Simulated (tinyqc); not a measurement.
From results back to parameters: Boltzmann transport in a parabolic band with a power-law relaxation time. Two cases, with inputs chosen for the exercise.

Problem. The Seebeck coefficient and the Hall density nH = n/rH are given; md is hidden (a Pisarenko analysis).

F_j(eta) = (1/Gamma(j + 1)) integral_0^infinity x^j dx/(1 + exp(x - eta)), which tends to exp(eta) for eta << 0.

n = N F_1/2(eta) with N = 2 (m kB T/(4 pi c))^(3/2) with c = hbar^2/2m0, in 1/angstrom^3; times 1e24 for 1/cm^3, m = md.

tau = tau0 x^r with x = E/kT. With K_j = Gamma(j + 1) F_j(eta): <tau> = tau0 (r + 3/2) K_(r+1/2)/((3/2) K_(1/2)); mu = <tau>/(mc m0/e), m0/e = 5.685630e-12 kg/C; Hall factor rH = (3/2) K_(1/2) (2r + 3/2) K_(2r+1/2)/((r + 3/2) K_(r+1/2))^2; Seebeck S = -(kB/e) [(r + 5/2) K_(r+3/2)/((r + 3/2) K_(r+1/2)) - eta]; Lorenz number L = (kB/e)^2 [(r + 7/2) K_(r+5/2)/((r + 3/2) K_(r+1/2)) - ((r + 5/2) K_(r+3/2)/((r + 3/2) K_(r+1/2)))^2]; kB/e in V/K. Valley anisotropy is left out of rH.

Constants: hbar^2/2m0 = 3.80998211 eV angstrom^2; kB = 8.617333262e-05 eV/K.

Case 1.

Values chosen (out of a larger set: masses near those of InP; tau0 is set for a mobility of the usual size at this n, kL is a free input; freeze-out and phonon drag, which matter near 77 K, are left out; not measured data): r = 1.5 (exponent of tau); T = 200 K.

S = -733.222 microvolt/K
nH = 1.7619e+15 1/cm^3

Case 2.

Values chosen (out of a larger set: masses near those of Si; tau0 is set for a mobility of the usual size at this n, kL is a free input; freeze-out and phonon drag, which matter near 77 K, are left out; not measured data): r = 0 (exponent of tau); T = 300 K.

S = -266.334 microvolt/K
nH = 1.6000e+19 1/cm^3

Find: eta; rH; n; md.

Solution. S depends on eta alone and |S| falls steadily with it; eta gives rH and so n, and N = n/F_1/2(eta) gives md from N proportional to md^(3/2).

Case 1.

eta = -4.51
rH = 1.930
n = 3.4e+15 1/cm^3
md = 0.080 m0

Case 2.

eta = -0.34
rH = 1.000
n = 1.6e+19 1/cm^3
md = 1.062 m0

Computed by tinyqc, one run a case: `OMP_NUM_THREADS=1 python tinyqc.py N N+1 out.jsonl` with N = 1652253, 1652284; one thread of a shared Intel(R) Xeon(R) Processor @ 2.30GHz, about 0.02 s a run at most.
